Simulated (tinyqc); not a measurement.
# Trap density from two Hall measurements

Question. p-type body, charge-sheet picture, full ionisation (an idealisation for deep acceptors), Boltzmann statistics for free electrons. e = Ec - EF at the surface. psi = Eg - Vt ln(Nv/Na) - e; N_dep = sqrt(2 eps0 eps_r Na (psi - Vt)/q); n_f = sqrt(N_dep^2 + 2 eps0 eps_r Vt Nc exp(-e/Vt)/q) - N_dep; Vg = Vfb + psi + q (N_dep + n_t + n_f)/Cox, Cox = eps0 eox/tox. Find e and n_t at both points and the mean trap density between them.

Parameters, values chosen for the exercise; band and dielectric values close to those of 4H silicon carbide: temperature T = 475 K; band gap Eg = 3.21 eV; relative permittivity eps_r = 9.55; conduction-band density of states at T Nc = 3.35e19 cm^-3; valence-band density of states at T Nv = 5e19 cm^-3; relative permittivity of the insulator eox = 3.9; insulator thickness tox = 48 nm; acceptor density Na = 4.8e15 cm^-3; flat-band voltage without trapped charge Vfb = -2.7 V.

Constants: q = 1.602176634e-19 C, kB = 1.380649e-23 J/K, Vt = kB T/q, eps0 = 8.8541878128e-14 F/cm where lengths are in cm. Results are converted to the units shown.

Vg (V): [0.91272253, 1.3433733]
free sheet density from the Hall effect (cm^-2): [2.9270070e10, 1.2027830e11]

Answer. Each n_f fixes e; what the gate voltage holds beyond psi, N_dep and n_f is trapped; the difference quotient is the density, smeared over a few Vt.

e (eV): [0.266, 0.203]
n_t (cm^-2): [8.34e10, 1.53e11]
mean trap density = 1.11e12 cm^-2 eV^-1

tinyqc, about 0.02 s, one thread, Intel Xeon 2.30GHz (shared host): `OMP_NUM_THREADS=1 python tinyqc.py 2222073 2222074 out.jsonl`
